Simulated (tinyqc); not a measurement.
Junctionless gate-all-around wire, depletion approximation: two steps of the calculation.

A uniformly doped n-type wire of radius R under a surrounding gate; long channel. Below flat band a shell from radius rc to R is fully depleted and the neutral core, at channel potential V (0 at the source, Vd at the drain), carries the current with constant mobility; s = (rc/R)^2 is the share of the cross-section that conducts. The edge of the depleted shell is taken as abrupt, so there is no subthreshold current.

Parameters, values chosen for the exercise; material values those of a made-up semiconductor:
```
symbol   value        unit                         meaning
R            4          nm                     wire radius
Nd      2.1e19       cm^-3                   donor density
Vfb       0.81           V               flat-band voltage
mu          57  cm^2/(V s)  effective mobility in the wire
L          0.5          um                     gate length
Vg        0.55           V                    gate voltage
Vd         0.2           V                   drain voltage
```

Constants: q = 1.602176634e-19 C. Results are converted to the units shown.

Problem 1. Conducting share at the source by Newton steps. With V = 0: f = A (1 - s + s ln s) + B (1 - s) - (Vfb - Vg); f' = A ln s - B; s(new) = s - f/f'.

s after iteration 1 = 0.14512583
A = 0.15415728 V
B = 0.27391254 V

Give: f; f'; s after iteration 2.

Solution 1.

f = 0.062764 V
f' = -0.57146 V
s after iteration 2 = 0.25496

Problem 2. Core radius, conductance and current. s solves Vfb - Vg + V = A (1 - s + s ln s) + B (1 - s), and s = 0 where the left side exceeds A + B. I = (q mu Nd pi R^2/L)[g(s0) - g(sL)], g = A (s^2/4 - (s^2/2) ln s) + B s^2/2, with s0 at V = 0 and sL at V = Vd. rc = R sqrt(s0); the small-signal conductance at Vd = 0 is q mu Nd pi R^2 s0/L.

s0 = 0.26579273
sL = 0
A = 0.15415728 V
B = 0.27391254 V

Wanted: rc at the source; conductance; I.

Solution 2.

rc at the source = 2.062 nm
conductance = 0.5124 uS
I = 0.03781 uA

The drain end is pinched off, so the current is saturated.

Program tinyqc, `OMP_NUM_THREADS=1 python tinyqc.py 2460132 2460133 out.jsonl`; Intel Xeon 2.30GHz, shared host, one thread, about 0.01 s.
